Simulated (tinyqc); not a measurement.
Changing the drive-in temperature T2: two-step dopant diffusion (predeposition and drive-in) with a constant diffusivity. Computed by tinyqc, a small Python program. Command: `OMP_NUM_THREADS=1 python tinyqc.py 3017271 3017272 out.jsonl dopdiff sweep`. One thread of a shared host (Intel(R) Xeon(R) Processor @ 2.30GHz), about 0.05 s of CPU time with the checks.

Fick diffusion into a half space x > 0 whose background doping C_B is of the opposite type, so that a junction lies where C = C_B.

Inputs (values chosen for the exercise, modelled on arsenic in silicon):
```
quantity                        value    unit
prefactor D0                     9.73  cm^2/s
activation energy E              3.96      eV
surface concentration C_s     7.7e+18  1/cm^3
background doping C_B         4.3e+14  1/cm^3
predeposition temperature T1      925       C
predeposition time t1              15     min
drive-in time t2                   60     min
```

Furnace ramps of the drive-in: none.

Constants: k_B = 8.617333262e-05 eV/K.

Method:
- D = D0 exp(-E/(k_B T)).
- Temperatures in kelvin are T(C) + 273.15.
- Times in seconds are 60 times the minutes.
- (Dt)2 = D2 t2, t2 in seconds.
- C = C_s erfc(x/(2 sqrt(D1 t1))); dose Q = 2 C_s sqrt(D1 t1/pi); the junction solves erfc(z) = C_B/C_s with x_j = 2 z sqrt(D1 t1).
- With a sealed surface and a thin source, C = Q/sqrt(pi (Dt)2) exp(-x^2/(4 (Dt)2)); x_j = 2 sqrt((Dt)2 ln(C(0)/C_B)); gradient at the junction |dC/dx| = C_B x_j/(2 (Dt)2).

One run for each value; columns: (1) drive-in temperature T2 (C); (2) junction depth x_j (um); (3) surface concentration C(0) (Gaussian) (1/cm^3); (4) D2 (cm^2/s); (5) gradient at the junction (1/cm^4):
```
(1)      (2)         (3)         (4)         (5)
950   0.0747  1.6562e+18  4.6948e-16  9.5039e+20
1000  0.1491  7.9199e+17  2.0531e-15  4.3369e+20
1025  0.2061  5.5947e+17  4.1143e-15  2.9920e+20
1050  0.2812  4.0044e+17  8.0311e-15  2.0910e+20
1075  0.3788  2.9019e+17  1.5292e-14  1.4792e+20
1100  0.5041  2.1278e+17  2.8444e-14  1.0584e+20
1150  0.8634  1.1820e+17  9.2178e-14  5.5941e+19
1200  1.4188  6.8332e+16  2.7580e-13  3.0722e+19
```

Over the rows, junction depth x_j (um) rises from 0.0747 to 1.42; surface concentration C(0) (Gaussian) (1/cm^3) falls from 1.66e18 to 6.83e16. D2 rises by a factor 587 over the range, x_j by 19.0, less than the square root 24.2, as the surface value drops.

Caution (rows 950): the drive-in budget is under fifteen times D1 t1, so the source is not thin and the Gaussian junction is too shallow. Caution (all rows): C_s exceeds the intrinsic carrier density of silicon at the predeposition temperature (2e18 to 1e19 per cm^3), where real diffusivities rise with concentration and profiles turn box-like.
